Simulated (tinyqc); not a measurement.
Choosing the metal: Schottky barrier with interface states (Cowley-Sze model), image lowering and contact resistance. Computed by tinyqc, a small Python program. Command: `OMP_NUM_THREADS=1 python tinyqc.py 3018519 3018520 out.jsonl pinning walk`. One thread of a shared host (Intel(R) Xeon(R) Processor @ 2.30GHz), about 0.01 s of CPU time with the checks.

An n-type semiconductor under a metal. The barrier lies between the Schottky-Mott limit phi_M - chi and the Bardeen limit E_g - E_n, E_n being the neutrality level of the interface states; the space-charge term of the full Cowley-Sze expression is left out.

Inputs (values chosen for the exercise, with gap, mass and screening modelled on germanium): gap E_g = 0.657 eV; electron affinity chi = 4.03 eV; metal work function phi_M = 4.55 eV; neutrality level E_n above the valence band = 0.256 eV; interface-state density D = 9.2e+12 cm^-2 eV^-1; dipole layer thickness delta = 0.33 nm; dipole layer constant eps_i = 1; dielectric constant eps_s = 16.1; electron mass m_e = 0.225 m_0; valleys M_c = 4; donor density N = 3e+18 cm^-3; temperature T = 425 K.

Pinning factor from: interface states.

Constants: e = 1.602176634e-19 C; eps_0 = 8.8541878128e-12 F/m; k_B = 8.617333262e-05 eV/K; hbar = 1.054571817e-34 J s; m_0 = 9.1093837015e-31 kg; k_B = 1.380649e-23 J/K; h = 6.62607015e-34 J s.

Method:
- S = 1/(1 + e^2 D delta/(eps_i eps_0)); for D per eV, e^2 D is the number e x D in SI units, with 1 cm^-2 = 1e4 m^-2.
- phi_B = S (phi_M - chi) + (1 - S)(E_g - E_n); the hole barrier is E_g - phi_B.
- A* = 4 pi e m_e M_c k_B^2/h^3 (a simple valley count); J_s = A* T^2 exp(-phi/k_B T).
- E_00 = (e hbar/2) sqrt(N/(m_e eps_s eps_0)), E_0 = E_00 coth(E_00/k_B T); scaling form of the contact resistivity rho_c = (k_B/(e A* T)) exp(phi_B/E_0), which is the thermionic result when E_00 << k_B T and keeps only the leading exponential of tunnelling when E_00 >> k_B T; image lowering is left out of it.

pinning factor S = 0.645424

Bardeen barrier = 0.401 eV

E_0 = 0.0391858 eV

Against work function:
```
phi_M (eV)  Schottky-Mott (eV)  phi_B (eV)  J_0 (A/cm^2)  rho_c (ohm cm^2)
4.03                      0.00     0.14218    4.0249e+05        7.0593e-08
4.12                      0.09     0.20027    8.2401e+04        3.1085e-07
4.22                      0.19     0.26482    1.4144e+04        1.6139e-06
4.31                      0.28     0.32290    2.8956e+03        7.1066e-06
4.41                      0.38     0.38745    4.9702e+02        3.6896e-05
4.50                      0.47     0.44553    1.0175e+02        1.6247e-04
4.59                      0.56     0.50362    2.0832e+01        7.1542e-04
4.69                      0.66     0.56816    3.5757e+00        3.7143e-03
```

What follows from these numbers?

A span of 0.66 eV in work function moves the barrier by 0.426 eV (slope S = 0.645) and rho_c by 4.7 decades. The barrier equals its Schottky-Mott value only at phi_M = chi + E_g - E_n = 4.43 eV, where the interface states are neutral.
